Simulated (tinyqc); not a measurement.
Epitaxial growth on a vicinal surface: Burton-Cabrera-Frank step flow, step-edge barrier and island nucleation. Changing the step-edge barrier E_s. Computed by tinyqc, a small Python program. Command: `OMP_NUM_THREADS=1 python tinyqc.py 3027623 3027624 out.jsonl stepflow sweep`. One thread of a shared host (Intel(R) Xeon(R) Processor @ 2.30GHz), about 0.02 s of CPU time with the checks.

Adatoms land at rate F, hop on a square grid (a simplification for hexagonal faces), desorb, or join steps. Lengths are in units of a and n is the adatom coverage. Steps ascend at x = 0 and descend at x = l.

Inputs (values chosen for the exercise, close to those used for GaAs(001)):
```
quantity                                    value      unit
site spacing a                                  4  angstrom
step height h                                2.83  angstrom
diffusion barrier E_d                        1.25        eV
desorption energy E_a                        2.57        eV
adatom formation energy E_f                 0.823        eV
attempt frequency nu                            1       THz
deposition rate F                             3.8  layers/s
miscut angle                                  0.5   degrees
temperature T                                 680         C
critical nucleus size i                         3         -
binding energy of the critical nucleus E_i   0.77        eV
```

Constants: k_B = 8.617333262e-05 eV/K.

Method:
- D = nu exp(-E_d/(k_B T)) (a^2/s, nu counted per direction); tau = exp(E_a/(k_B T))/nu; x_s = sqrt(D tau); n_eq = exp(-E_f/(k_B T)); terrace width l = h/(a tan(miscut)); Schwoebel length l_s = exp(E_s/(k_B T)) - 1.
- Temperatures in kelvin are T(C) + 273.15.
- D n'' - n/tau + F = 0 with n(0) = n_eq and -l_s n'(l) = n(l) - n_eq. With u = n - F tau, A = n_eq - F tau, y = l/x_s, s = l_s/x_s: u = A cosh(x/x_s) + B sinh(x/x_s), B = A (1 - cosh y - s sinh y)/(sinh y + s cosh y). Flux into the ascending step J+ = D B/x_s, over the descending one J- = -(D/x_s)(A sinh y + B cosh y); step velocity J+ + J-; growth rate (J+ + J-)/l. For small y: J+ + J- = (F - n_eq/tau) l, J-/J+ = l/(l + 2 l_s).
- The coverage peaks where n' = 0, tanh(x/x_s) = -B/A.

One run for each value; columns: (1) step-edge barrier E_s (eV); (2) J- (atoms per step site and s); (3) J+ (atoms per step site and s); (4) peak coverage; (5) position of the peak (a); (6) Schwoebel length l_s (a):
```
(1)     (2)    (3)      (4)    (5)        (6)
0.00  154.0  154.0  0.01274  40.54          0
0.05  152.5  155.6  0.01300  40.95  8.381e-01
0.10  149.6  158.4  0.01348  41.69  2.379e+00
0.15  144.7  163.3  0.01432  42.98  5.210e+00
0.30  105.2  202.8  0.02206  53.37  3.757e+01
0.40   59.3  248.7  0.03315  65.45  1.293e+02
0.50   24.0  284.0  0.04323  74.76  4.393e+02
```

Give the missing row, step-edge barrier E_s (eV) = 0.20.

Computed row; columns: (1) step-edge barrier E_s (eV); (2) J- (atoms per step site and s); (3) J+ (atoms per step site and s); (4) peak coverage; (5) position of the peak (a); (6) Schwoebel length l_s (a):
```
(1)     (2)    (3)      (4)    (5)        (6)
0.20  136.5  171.6  0.01580  45.15  1.042e+01
```

Interpolating between the two neighbouring rows (linearly) misses most in Schwoebel length l_s (a), by 54 %. Over the rows, J- (atoms per step site and s) falls from 154 to 24.0; J+ (atoms per step site and s) rises from 154 to 284; peak coverage rises from 0.0127 to 0.0432. The barrier matters once l_s is comparable with l; in the limit the descending step reflects, the peak moves to x = l and the excess coverage is four times as large when desorption is weak.

Caution (all rows): twice the distance from the ascending step to the coverage peak exceeds the expected island spacing [0.25 (F/D)^(i/(i+2)) exp(E_i/((i+2) k_B T))]^(-1/2) by 40 % or more, so islands nucleate and the step-flow values are formal.

Extremes, crossings and ranges named in words are read from the listed rows.
